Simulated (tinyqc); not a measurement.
Single-photon avalanche diode, trigger probability and counting: two steps of the calculation.

A multiplication layer of width W with the uniform field V/W; alpha = an exp(-bn/E) for electrons, beta = ap exp(-bp/E) for holes (local model, no dead space). a = alpha W, b = beta W. Electrons enter at x = 0, holes at x = W. P0 is the probability that an electron entering at 0 starts a lasting avalanche, PW the same for a hole entering at W.

Values chosen for this exercise; ionisation coefficients close to those of indium phosphide:
```
symbol,value,unit,meaning
an,1.13e7,1/cm,electron prefactor
bn,3.11,MV/cm,electron field
ap,4.88e6,1/cm,hole prefactor
bp,2.5,MV/cm,hole field
W,0.8,um,width of the multiplication layer
Vx,8.1,V,excess bias
```

Problem 1. Ionisation integrals at and above breakdown. Breakdown: ln(a/b) = a - b with a not equal to b. VB is given; V = VB + Vx.

breakdown voltage VB = 35.064320 V

Find: E at VB; a at VB; b at VB; E at V; a; b.

Solution 1.

E at VB = 0.4383 MV/cm
a at VB = 0.7492
b at VB = 1.301
E at V = 0.5396 MV/cm
a = 2.837
b = 3.795

At VB, ln(a/b) = -0.5521 equals a - b.

Problem 2. Trigger probability by substitution. PW = P0 exp(b - a)/(1 - P0 + P0 exp(b - a)); P0(new) = 1 - (1 - PW)^(a/b).

P0 after iteration 1 = 0.42918382
a = 2.8371768
b = 3.7951175

Find: PW; P0 after iteration 2.

Solution 2.

PW = 0.6621
P0 after iteration 2 = 0.5557

tinyqc, about 0.01 s, one thread, Intel Xeon 2.30GHz (shared host): `OMP_NUM_THREADS=1 python tinyqc.py 2630067 2630068 out.jsonl`
